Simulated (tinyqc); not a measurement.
Buckled dimers of a reconstructed (001) surface, two dangling bonds a dimer, step by step. Values are carried at full precision from step to step, so a last printed digit may differ when a step is redone from the rounded ones.

In a dimer one atom moves up by z and the other down by z; the dangling bond of the up atom (more s-like) falls by gm z and that of the down atom rises by gm z. With all dimers tilted alike: H(k) = [[-gm z - 2 ta cos k, -tp - 2 tx cos k], [., gm z - 2 ta cos k]], k along the row in 1/a. Two electrons a dimer fill the lowest N of the 2N levels on the mesh k_j = (j + 1/2) pi/N. Total energy a dimer: W(z) = (2/N) sum of the filled levels + kf z^2. Repulsion between electrons is left out.

Constants: kB = 8.617333262e-05 eV/K.

Values chosen for the exercise (of the size met on Si(001); shifted at random, so the results belong to these values and not to a real crystal): tp = 0.19 eV (pi coupling inside a dimer); ta = 0.12 eV (coupling between like atoms along the row); tx = 0.06 eV (diagonal coupling along the row); gm = 1.94 eV/angstrom (shift of a dangling bond with height); z = 0.35 angstrom (a trial buckling); k = 0.46 pi/a (wave vector along the row); kf = 8 eV/angstrom^2 (force constant of buckling); N = 16 (k points).

## One k point at the trial buckling

Form H, its levels and the weight of the lower one on the up atom, (1 + gm z/sqrt((gm z)^2 + h^2))/2 with h the off-diagonal element; k is given in pi/a.

H (eV):
```
           up     down
up    -0.7091  -0.2050
down  -0.2050   0.6489
```

levels (eV): -0.7394  0.6792

weight on the up atom = 0.9787

## The bands on the mesh

Both levels at each k_j for the trial z, and W(z).

Levels (eV):

| j | k (pi/a) | lower | upper |
|---|---|---|---|
| 0 | 0.0312 | -0.9850 | 0.5073 |
| 1 | 0.0938 | -0.9740 | 0.5146 |
| 2 | 0.1562 | -0.9523 | 0.5290 |
| 3 | 0.2188 | -0.9210 | 0.5500 |
| 4 | 0.2812 | -0.8815 | 0.5770 |
| 5 | 0.3438 | -0.8355 | 0.6092 |
| 6 | 0.4062 | -0.7849 | 0.6456 |
| 7 | 0.4688 | -0.7319 | 0.6848 |
| 8 | 0.5312 | -0.6785 | 0.7255 |
| 9 | 0.5938 | -0.6268 | 0.7662 |
| 10 | 0.6562 | -0.5789 | 0.8051 |
| 11 | 0.7188 | -0.5362 | 0.8407 |
| 12 | 0.7812 | -0.5004 | 0.8714 |
| 13 | 0.8438 | -0.4725 | 0.8959 |
| 14 | 0.9062 | -0.4535 | 0.9128 |
| 15 | 0.9688 | -0.4438 | 0.9215 |

band energy = -1.4196 eV
elastic energy = 0.9800 eV
W = -0.4396 eV

The lower band is full and the upper empty.

## An isolated dimer

For ta = tx = 0, W = -2 sqrt(tp^2 + (gm z)^2) + kf z^2. It buckles if gm^2/kf > tp; then sqrt(tp^2 + (gm z)^2) = gm^2/kf, the gap is twice that, and the gain is (gm^2/kf - tp)^2 kf/gm^2.

gm^2/kf = 0.4704 eV
buckling z = 0.2218 angstrom
gap = 0.9409 eV
gain = 0.1672 eV

The pi bond is too weak to resist: the dimer tilts and charge moves to the up atom.

## The row at its minimum

Minimise W over z from 0 to 1 angstrom. Gap: lowest upper level less highest lower level on 201 points from 0 to pi (negative: overlap). Charge moved to the up atom: the mean of gm z/sqrt((gm z)^2 + h^2) over the mesh, valid for a full lower band.

z = 0.2196 angstrom
gain over flat dimers = 0.1525 eV

gap (eV): flat -0.1000, at the minimum 0.4786

charge moved = 0.906 e

Buckling turns overlapping bands into a gap, as one-electron models find for Si(001). Per dimer, the gain is also the barrier for flipping the whole row together in this picture, 5.9 kT at 300 K.

## Checks

- Buckling of an isolated dimer from the formula against numerical minimisation: both 0.2218.

tinyqc: `OMP_NUM_THREADS=1 python tinyqc.py 1480260 1480261 out.jsonl`; about 0.06 s, one thread, shared Intel(R) Xeon(R) Processor @ 2.30GHz.
